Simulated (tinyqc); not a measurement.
Hueckel theory of the pi electrons, for the molecule c1ccc(-c2ccccc2)cc1 (SMILES; centres numbered as the heavy atoms are written), step by step. Computed by tinyqc, a small Python program that keeps every step. Settings: charge = 0. Command: `OMP_NUM_THREADS=1 python tinyqc.py 25607 25608 out.jsonl` (the two numbers bound the seeds that draw the settings). One thread of a shared host (Intel(R) Xeon(R) Processor @ 2.60GHz), about 0.03 s of CPU time with the checks.

## The Hueckel matrix

Centres:
```
centre  z_r, pi electrons of the neutral centre         h
1C                                            1  0.000000
2C                                            1  0.000000
3C                                            1  0.000000
4C                                            1  0.000000
5C                                            1  0.000000
6C                                            1  0.000000
7C                                            1  0.000000
8C                                            1  0.000000
9C                                            1  0.000000
10C                                           1  0.000000
11C                                           1  0.000000
12C                                           1  0.000000
```

Bonds:
```
i    j  k
1    2  1
2    3  1
3    4  1
4    5  1
5    6  1
6    7  1
7    8  1
8    9  1
9   10  1
4   11  1
11  12  1
12   1  1
10   5  1
```

H_rr = alpha + h_r beta, H_rs = k_rs beta for bonded centres.

Hueckel matrix in units of beta (H = alpha + beta A), lower triangle:
```
           1C        2C        3C        4C        5C        6C        7C        8C
1C   0.000000
2C   1.000000  0.000000
3C   0.000000  1.000000  0.000000
4C   0.000000  0.000000  1.000000  0.000000
5C   0.000000  0.000000  0.000000  1.000000  0.000000
6C   0.000000  0.000000  0.000000  0.000000  1.000000  0.000000
7C   0.000000  0.000000  0.000000  0.000000  0.000000  1.000000  0.000000
8C   0.000000  0.000000  0.000000  0.000000  0.000000  0.000000  1.000000  0.000000
9C   0.000000  0.000000  0.000000  0.000000  0.000000  0.000000  0.000000  1.000000
10C  0.000000  0.000000  0.000000  0.000000  1.000000  0.000000  0.000000  0.000000
11C  0.000000  0.000000  0.000000  1.000000  0.000000  0.000000  0.000000  0.000000
12C  1.000000  0.000000  0.000000  0.000000  0.000000  0.000000  0.000000  0.000000

           9C       10C       11C       12C
9C   0.000000
10C  1.000000  0.000000
11C  0.000000  0.000000  0.000000
12C  0.000000  0.000000  1.000000  0.000000
```

## Orbitals

pi electrons, sum of z_r less the charge = 12

Diagonalise; E = alpha + x beta with beta < 0, so the largest x are filled first; degenerate levels share their electrons. P = sum n_i c_ri c_si; each orbital has its largest coefficient positive (the first on a tie).

x values: 2.278414  1.891220  1.317431  1.000000  1.000000  0.704624  -0.704624  -1.000000  -1.000000  -1.317431  -1.891220  -2.278414

occupations: 2.000000  2.000000  2.000000  2.000000  2.000000  2.000000  0.000000  0.000000  0.000000  0.000000  0.000000  0.000000

coefficients:
```
          MO1        MO2        MO3        MO4        MO5        MO6        MO7        MO8
1C   0.183073   0.339862   0.438831   0.000000   0.000000   0.398002   0.398002   0.000000
2C   0.208558   0.321377   0.289065   0.477909  -0.146979   0.140221  -0.140221   0.464929
3C   0.292109   0.267932  -0.058008   0.477909  -0.146979  -0.299199  -0.299199  -0.464929
4C   0.456986   0.185342  -0.365487   0.000000   0.000000  -0.351043   0.351043   0.000000
5C   0.456986  -0.185342  -0.365487   0.000000   0.000000   0.351043   0.351043   0.000000
6C   0.292109  -0.267932  -0.058008   0.146979   0.477909   0.299199  -0.299199   0.183959
7C   0.208558  -0.321377   0.289065   0.146979   0.477909  -0.140221  -0.140221  -0.183959
8C   0.183073  -0.339862   0.438831   0.000000   0.000000  -0.398002   0.398002   0.000000
9C   0.208558  -0.321377   0.289065  -0.146979  -0.477909  -0.140221  -0.140221   0.183959
10C  0.292109  -0.267932  -0.058008  -0.146979  -0.477909   0.299199  -0.299199  -0.183959
11C  0.292109   0.267932  -0.058008  -0.477909   0.146979  -0.299199  -0.299199   0.464929
12C  0.208558   0.321377   0.289065  -0.477909   0.146979   0.140221  -0.140221  -0.464929

           MO9       MO10       MO11       MO12
1C    0.000000   0.438831   0.339862  -0.183073
2C   -0.183959  -0.289065  -0.321377   0.208558
3C    0.183959  -0.058008   0.267932  -0.292109
4C    0.000000   0.365487  -0.185342   0.456986
5C    0.000000  -0.365487  -0.185342  -0.456986
6C    0.464929   0.058008   0.267932   0.292109
7C   -0.464929   0.289065  -0.321377  -0.208558
8C    0.000000  -0.438831   0.339862   0.183073
9C    0.464929   0.289065  -0.321377  -0.208558
10C  -0.464929   0.058008   0.267932   0.292109
11C  -0.183959  -0.058008   0.267932  -0.292109
12C   0.183959  -0.289065  -0.321377   0.208558
```

charge and bond-order matrix P, lower triangle:
```
            1C         2C         3C         4C         5C         6C         7C        8C
1C    1.000000
2C    0.660128   1.000000
3C    0.000000   0.676614   1.000000
4C   -0.306900   0.000000   0.618763   1.000000
5C    0.000000  -0.041365   0.000000   0.369667   1.000000
6C    0.112086   0.000000  -0.145230   0.000000   0.618763   1.000000
7C    0.000000   0.008220   0.000000  -0.041365   0.000000   0.676614   1.000000
8C   -0.095646   0.000000   0.112086   0.000000  -0.306900   0.000000   0.660128  1.000000
9C    0.000000   0.008220   0.000000  -0.041365   0.000000  -0.323386   0.000000  0.660128
10C   0.112086   0.000000  -0.145230   0.000000   0.618763   0.000000  -0.323386  0.000000
11C   0.000000  -0.323386   0.000000   0.618763   0.000000  -0.145230   0.000000  0.112086
12C   0.660128   0.000000  -0.323386   0.000000  -0.041365   0.000000   0.008220  0.000000

           9C        10C       11C       12C
9C   1.000000
10C  0.676614   1.000000
11C  0.000000  -0.145230  1.000000
12C  0.008220   0.000000  0.676614  1.000000
```

Within a degenerate level the vectors are fixed only up to a rotation; this is one choice.

## Energy, charges, bond orders

E = sum n x; q_r = z_r - P_rr; bond order p = P_rs; free valence = sqrt(3) - sum of p over the bonds of the atom.

pi energy = 12 alpha + this times beta = 16.383377

pi charges: 1C 0.000000, 2C 0.000000, 3C 0.000000, 4C 0.000000, 5C 0.000000, 6C 0.000000, 7C 0.000000, 8C 0.000000, 9C 0.000000, 10C 0.000000, 11C 0.000000, 12C 0.000000

Bond orders and lengths from R = 1.517 - 0.180 p (angstrom, C-C alone):
```
bond          p         R
1-2    0.660128  1.398177
2-3    0.676614  1.395209
3-4    0.618763  1.405623
4-5    0.369667  1.450460
5-6    0.618763  1.405623
6-7    0.676614  1.395209
7-8    0.660128  1.398177
8-9    0.660128  1.398177
9-10   0.676614  1.395209
4-11   0.618763  1.405623
11-12  0.676614  1.395209
12-1   0.660128  1.398177
10-5   0.618763  1.405623
```

free valence of the carbons: 1C 0.411795, 2C 0.395309, 3C 0.436673, 4C 0.124857, 5C 0.124857, 6C 0.436673, 7C 0.395309, 8C 0.411795, 9C 0.395309, 10C 0.436673, 11C 0.436673, 12C 0.395309

gap between the highest filled and the next level = 1.409249 |beta|
